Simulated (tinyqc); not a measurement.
Free and nearly free electrons in a metal, step by step. Values are carried at full precision from step to step, so a last printed digit may differ when a step is redone from the rounded ones.

The cubic cell holds 2 atoms: n = 2 z/a^3, kF = (3 pi^2 n)^(1/3), EF = c kF^2/m, vF = 2 c kF/(m hbar), c = hbar^2/2m0; rs = (3/(4 pi n))^(1/3)/a0; D(EF) = 3 n/(2 EF).

Constants: hbar^2/2m0 = 3.80998211 eV angstrom^2; hbar = 6.58211957e-16 eV s; a0 (Bohr radius) = 0.5291772105 angstrom; kB = 8.617333262e-05 eV/K.

Inputs chosen for the exercise (near those of W, whose d bands this model ignores; the results hold for these values, not for the real material):

| symbol | value | unit | meaning |
|---|---|---|---|
| a | 3.171 | angstrom | bcc lattice constant |
| z | 2 |  | free electrons an atom |
| m | 1 | m0 | mass |
| rho | 6.04 | micro-ohm cm | bulk resistivity |
| T | 300 | K |  |
| V | 0.39 | eV | \|V_G\| for G = (110) |
| x | 0.69 |  | k along G as a share of \|G\|/2 |

## The Fermi sphere

Evaluate the free-electron quantities.

n = 0.12545 1/angstrom^3
kF = 1.5487 1/angstrom
EF = 9.138 eV
vF = 1.793e+06 m/s
rs = 2.342
D(EF) per atom = 0.3283 1/eV

## Relaxation time and mean free path

Drude: 1/rho = n e^2 tau/(m m0) with e = 1.602176634e-19 C and m0 = 9.1093837e-31 kg; mean free path l = vF tau; rho l = hbar kF/(n e^2) = 12 pi^3 hbar/(e^2 S) with S = 4 pi kF^2 does not depend on tau or m.

Use SI units: n in 1/m^3 (1e30 per 1/angstrom^3), rho in ohm m (1e-8 per micro-ohm cm).

tau = 4.68 fs
l = 8.40 nm
rho l = 5.072 1e-16 ohm m^2

Wires lose conductivity to surfaces and grain boundaries, with an excess that scales as rho l over the width and is of the order of rho itself at a width of l = 8 nm. For a transition metal free electrons can miss l and rho l by a factor of two.

## Thermal quantities

gamma = (pi^2/3) kB^2 D(EF) per atom, times 96485.33 x 1e3 for mJ/(mol K^2); mu(T) = EF (1 - (pi kB T/EF)^2/12); Wiedemann-Franz kappa = L0 T/rho with L0 = (pi^2/3) (kB/e)^2, kB/e in V/K.

gamma = 0.774 mJ/(mol K^2)
mu - EF = -0.0602 meV
kappa = 121 W/(m K)

The d states at EF, left out, make the measured gamma larger.

## The sphere against the zone faces

Take G = (hkl) 2 pi/a for (110), (200) and (211), with the number of equivalent faces. The Bragg plane of G lies at |G|/2 with |G| = (2 pi/a) sqrt(h^2 + k^2 + l^2). Where kF exceeds it, the sphere cuts the plane in a circle of radius sqrt(kF^2 - G^2/4).

Distance and circle for each G:

| G | faces | \|G\|/2 (1/angstrom) | kF/(\|G\|/2) | circle radius |
|---|---|---|---|---|
| (110) | 12 | 1.4011 | 1.1053 | 0.6598 |
| (200) | 6 | 1.9815 | 0.7816 | - |
| (211) | 24 | 2.4268 | 0.6382 | - |

The sphere crosses the (110) faces, so electrons spill into higher zones.

## Two plane waves near the face

Two plane waves k and k - G, G = (110) (2 pi/a): H = [[c k^2/m, V], [V, c (k - G)^2/m]] with c = hbar^2/2m0.

Build H for k along G, diagonalise, and give the weight of the first wave in the lower state and its velocity along G relative to a free electron, (w k + (1 - w)(k - G))/k.

H (eV):
```
        1        2
1  3.5609   0.3900
2  0.3900  12.8352
```

levels (eV): 3.5445  12.8516

w = 0.9982
v/v_free = 0.9949

The splitting is 9.307 eV here and 2V = 0.78 eV on the face, where the normal velocity vanishes. There the lower band lies at 7.089 eV and the upper at 7.869 eV, both below the free EF of 9.138 eV: the face centre is filled in both bands and band 2 holds electrons here, while band 1 may keep holes at the zone corners.

## Checks

- Lower level against the closed form of the 2 x 2 problem (eV): both 3.5445.
- The product rho l against hbar kF/(n e^2) (1e-16 ohm m^2): both 5.072.

tinyqc: `OMP_NUM_THREADS=1 python tinyqc.py 1650747 1650748 out.jsonl`; about 0.01 s, one thread, shared Intel(R) Xeon(R) Processor @ 2.30GHz.
